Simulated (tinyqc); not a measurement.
# Electron mobility of a polar semiconductor by Rode's iterative solution of the Boltzmann equation, step by step

A worked calculation. Computed by tinyqc, a small Python program that keeps every step. Command: `OMP_NUM_THREADS=1 python tinyqc.py 3024524 3024525 out.jsonl rode walk`. One thread of a shared host (Intel(R) Xeon(R) Processor @ 2.30GHz), about 0.01 s of CPU time with the checks. Intermediate numbers are printed to about 6 digits and carried at full precision; extremes and crossings named in words are read from the listed rows.

The distribution is f(E) + e F l(E) (-df/dE) cos(theta) for a weak field F, theta counted from the force; l(E) is a mean free path. Elastic processes enter by their momentum rate, polar optical phonons by out- and in-scattering terms. One valley only: where upper valleys lie close, measured mobilities are lower. The density n is prescribed, even where a narrow-gap material would have more intrinsic carriers.

Inputs (values chosen for the exercise, modelled on CdS): effective mass m = 0.203 m_0; non-parabolicity alpha = 0.29 1/eV; static permittivity eps_s = 8.7; high-frequency permittivity eps_inf = 5.3; density rho = 4820 kg/m^3; sound velocity v_l = 4290 m/s; acoustic deformation potential D_A = 7.8 eV; optical phonon energy hbar w = 37.8 meV; piezoelectric coupling K = 0.16; electron density n = 2.8e+18 1/cm^3; compensation ratio C = 0; temperature T = 150 K; grid points per phonon energy s = 10; iteration cap = 200.

Band: Kane. Elastic processes: acoustic, piezoelectric, impurity.

Constants: k_B = 8.617333262e-05 eV/K; m_0 = 9.1093837015e-31 kg; e = 1.602176634e-19 C; hbar = 1.054571817e-34 J s; eps_0 = 8.8541878128e-12 F/m; k_B = 1.380649e-23 J/K; hbar = 6.582119569e-16 eV s.

## Fermi level and screening

Kane band: hbar^2 k^2/(2 m) = E (1 + alpha E), speed v = hbar k/(m (1 + 2 alpha E)), states per spin, volume and energy g(E) = m k (1 + 2 alpha E)/(2 pi^2 hbar^2); overlap factors are set to 1. Masses are multiplied by m_0 and all formulas are in SI units. The reduced Fermi level eta = E_F/(k_B T) solves n = 2 Z int g f dE with f = 1/(1 + exp(x - eta)) (Z = 1 unless valleys are given); screening length L_s = sqrt(eps_s eps_0 k_B T/(e^2 dn/deta)), dn/deta = 2 Z int g f (1 - f) dE. Integrals over x = E/(k_B T) use 160 Gauss-Legendre points in u = sqrt(x) from 0 to sqrt(max(eta, 0) + 32). N_I = n (1 + C)/(1 - C).

reduced Fermi level eta = 2.35907

screening length L_s = 2.14888 nm

ionised impurity density N_I = 2.80e+18 1/cm^3

Caution: the gas is degenerate, and screening of the polar coupling, left out here, would raise the mobility.

## Rates on one ladder of the grid

Phonon occupation N_q = 1/(exp(hbar w/(k_B T)) - 1). Acoustic deformation potential (elastic, equipartition, absorption and emission together): 1/tau = 2 pi k_B T D_A^2 g(E)/(hbar rho v_l^2). Piezoelectric (elastic, unscreened, momentum relaxation): 1/tau = e^2 K^2 k_B T m (1 + 2 alpha E)/(2 pi eps_s eps_0 hbar^3 k), with alpha = 0 for a parabolic band. Singly charged impurities, momentum relaxation: 1/tau = N_I e^4 m (1 + 2 alpha E) Phi/(8 pi (eps_s eps_0)^2 hbar^3 k^3), with alpha = 0 for a parabolic band. Brooks-Herring: Phi = ln(1 + b) - b/(1 + b), b = 4 k^2 L_s^2. Polar optical, unscreened: W = e^2 w (1/eps_inf - 1/eps_s) m (1 + 2 alpha E') ln|(k + k')/(k - k')| / (4 pi eps_0 hbar^2 k), times N_q for absorption (E' = E + hbar w) and N_q + 1 for emission (E' = E - hbar w > 0), with alpha = 0 for a parabolic band; mean cosine of the angle <cos> = (k^2 + k'^2)/(2 k k') - 1/ln|(k + k')/(k - k')|. Energy grid E_j = (j + 1/2) hbar w/s, j = 0, 1, ..., up to (max(eta, 0) + 18) k_B T, so that E_j +/- hbar w are grid points; l = 0 beyond the grid; integrals are sums times the spacing. With f' = f(E'): out-scattering S_o = sum over absorption and emission of W (1 - f')/(1 - f); nu = sum of elastic rates; the in-scattering weights are c+ = W_abs <cos> (1 - f')/(1 - f) for E' = E + hbar w and c- likewise for emission.

Points j = s/2, s/2 + s, ... (the first seven rungs, or as many as the grid holds), rates in 1e12/s:
```
E (meV)  v (m/s)       nu      S_o       c+       c-
20.79     188107  25.5695  10.8958  4.42850   0.0000
58.59     310767  13.9665  18.9632  2.17061   6.1002
96.39     392423   9.9309  49.0197  2.06197  25.0476
134.19    456013   8.0250  54.7311  2.07421  31.3494
171.99    508631   6.9848  54.7794  2.07517  33.2423
209.79    553639   6.3771  54.2082  2.06847  34.1267
247.59    592961   6.0156  53.5497  2.05873  34.5986
```

Points one phonon energy apart are coupled only to each other, so the grid falls into s independent ladders.

## The first two iterations on one ladder of the grid

Iteration: l_new(E) = [v(E) + c+ l(E + hbar w) + c- l(E - hbar w)]/(nu + S_o), from l = 0.

l after iteration 1 (nm): [5.15852, 9.43731, 6.65681, 7.26643, 8.23505, 9.13817, 9.95481]

l after iteration 2 (all rungs but the last shown) (nm): [6.3046, 10.8317, 10.9208, 10.8640, 12.4530, 14.1167]

In-scattering lengthens l on the lowest rung by 22.2 % and on the second by 14.8 % in this step.

## The whole iteration

mu = e sum g v l f (1 - f) / (3 k_B T sum g f) over the grid; stop when mu changes by less than 1e-8 of itself.

Course of the iteration:
```
iteration  mu (cm^2/(V s))  relative change
1                  261.639      1.00000e+00
2                  305.511      1.43604e-01
3                  318.002      3.92787e-02
4                  320.579      8.03802e-03
5                  321.339      2.36410e-03
6                  321.504      5.13610e-04
7                  321.553      1.53424e-04
8                  321.564      3.41748e-05
9                  321.567      1.02803e-05
10                 321.568      2.32350e-06
11                 321.568      7.01712e-07
12                 321.568      1.60084e-07
13                 321.568      4.84518e-08
14                 321.568      1.11226e-08
15                 321.568      3.36983e-09
```

mobility mu = 321.568 cm^2/(V s)

iterations = 15

Converged in 15 iterations; mu rises at every step, from 261.6 to 321.6, since each step returns more of the forward-scattered current.

## Approximations against the iterative solution

Self-energy RTA: l = v/(nu + S_o), the first iteration. Momentum RTA: l = v/(nu + S_o - c+ v(E + hbar w)/v - c- v(E - hbar w)/v), listed only where the denominator is positive on the whole grid. The polar-only value solves the same system with nu = 0; the elastic value takes l = v/nu.

Mobilities:
```
method                              mu (cm^2/(V s))  deviation (%)
iterative solution                           321.57          0.000
self-energy RTA                              261.64        -18.637
momentum RTA                                 324.30          0.850
polar phonons alone, exact                  1119.35        248.092
elastic processes alone                      539.35         67.726
Matthiessen's rule on the last two           363.97         13.187
```

self-energy RTA mobility = 261.639 cm^2/(V s)

polar-phonon mobility = 1119.35 cm^2/(V s)

elastic mobility = 539.354 cm^2/(V s)

error of the self-energy RTA = -18.6367 %

The self-energy RTA is 18.6 % low: it counts every polar event as a full loss of current. Here hbar w/k_B T = 2.92. Matthiessen's rule is 13.2 % high. The momentum RTA deviates by +0.8 %.

Checks made by the program: iterated mobility against a direct solution of the banded linear system (relative difference 1e-09).
